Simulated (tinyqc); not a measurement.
Worked calculation: plane-wave Kohn-Sham cycle with exchange-only LDA in a layered model solid. One step of it, computed by the program tinyqc.

Problem. Iteration 1: potential. V_H(G) = 4 pi rho(G)/G^2 for G != 0 (uniform background); v_x = -(3 rho/pi)^(1/3); V = V_ext + V_H + v_x; Fourier components f(G_m) = (1/N) sum_j f(x_j) exp(-i G_m x_j).

A solid whose potential varies along x alone (atomic units):
```
parameter                      value
period a                   14.300000
cross-section of the cell  16.000000
electrons per cell                 2
grid points                       16
plane waves -n..n, n               2
k points                           1
V1 in V1 cos(2 pi x/a)     -0.490000
```

density at the start, on the grid x_j = j a/N (e/bohr^3): [0.00874126, 0.00874126, 0.00874126, 0.00874126, 0.00874126, 0.00874126, 0.00874126, 0.00874126, 0.00874126, 0.00874126, 0.00874126, 0.00874126, 0.00874126, 0.00874126, 0.00874126, 0.00874126]

Give: Potentials on the grid; V(G_m), m = 0, 1, 2, ....

Solution.

Potentials on the grid (hartree):
```
x          V_ext     V_H      v_x        V
0.0000   -0.4900  0.0000  -0.2029  -0.6929
0.8938   -0.4527  0.0000  -0.2029  -0.6556
1.7875   -0.3465  0.0000  -0.2029  -0.5493
2.6812   -0.1875  0.0000  -0.2029  -0.3904
3.5750         0  0.0000  -0.2029  -0.2029
4.4688    0.1875  0.0000  -0.2029  -0.0153
5.3625    0.3465  0.0000  -0.2029   0.1436
6.2562    0.4527  0.0000  -0.2029   0.2498
7.1500    0.4900  0.0000  -0.2029   0.2871
8.0437    0.4527  0.0000  -0.2029   0.2498
8.9375    0.3465  0.0000  -0.2029   0.1436
9.8313    0.1875  0.0000  -0.2029  -0.0153
10.7250        0  0.0000  -0.2029  -0.2029
11.6188  -0.1875  0.0000  -0.2029  -0.3904
12.5125  -0.3465  0.0000  -0.2029  -0.5493
13.4062  -0.4527  0.0000  -0.2029  -0.6556
```

V(G_m), m = 0, 1, 2, ... (hartree): [-0.2029, -0.2450, 0.0000, 0.0000, 0.0000]
